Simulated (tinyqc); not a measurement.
Capture against temperature: configuration-coordinate model of carrier capture at a defect.

Two parabolas of equal curvature k in one coordinate Q: with the carrier free at the band edge, U_f = k Q^2/2; with the carrier trapped, U_t = k (Q - dQ)^2/2 - ET. ER = k dQ^2/2, Huang-Rhys factor S = ER/hw, hw = 0.0646541 sqrt(k/M) eV for k in eV/angstrom^2 and M in u. The curves cross at a height Eb = (ER - ET)^2/(4 ER) above the free minimum.

Multiphonon factor for giving p = ET/hw phonons to the lattice: W = exp(-S (2 nb + 1)) ((nb + 1)/nb)^(p/2) I_p(x), nb = 1/(exp(hw/kT) - 1), x = 2 S sqrt(nb (nb + 1)), I_p the modified Bessel function. Classical limit: W = hw exp(-Eb/kT)/sqrt(4 pi ER kT). At T = 0: exp(-S) S^p/Gamma(p + 1).

Constants: kB = 8.617333262e-05 eV/K.

Parameters, chosen for this exercise (out of a larger set: of the size met at a vacancy centre in SiC; not measured data): ET = 0.71 eV (thermal depth of the level below the band edge); ER = 0.47 eV (relaxation energy); hw = 0.046 eV (phonon energy of the mode).

The local activation energy is -d ln W/d(1/kT), by central differences with T changed by 1 %.

Against T:
```
T (K)  kT/hw  log10 W  log10 W, classical  activation energy (eV)
40     0.075   -1.495              -4.352                  0.0000
60     0.112   -1.495              -3.153                  0.0000
80     0.150   -1.494              -2.572                  0.0001
120    0.225   -1.488              -2.017                  0.0007
160    0.300   -1.475              -1.758                  0.0021
220    0.412   -1.447              -1.564                  0.0046
300    0.562   -1.411              -1.444                  0.0072
400    0.749   -1.378              -1.378                  0.0082
550    1.030   -1.353              -1.342                  0.0059
```

log10 W at T = 0 = -1.495
Eb = 0.0306 eV

At 40 K log10 W is -1.50, against -1.50 at T = 0 and -4.4 classically; at 550 K the two forms differ by -0.01. The activation energy read from an Arrhenius plot goes from 0.000 eV at 40 K to 0.006 at 550 K, with its largest value 0.008 at 400 K, against Eb = 0.031 eV; the classical form itself gives Eb - kT/2. With so low a barrier the slope says little about it.

Run: tinyqc, `OMP_NUM_THREADS=1 python tinyqc.py 1450743 1450744 out.jsonl`; Intel(R) Xeon(R) Processor @ 2.30GHz, one thread, shared host; about 0.01 s of CPU time with all checks.
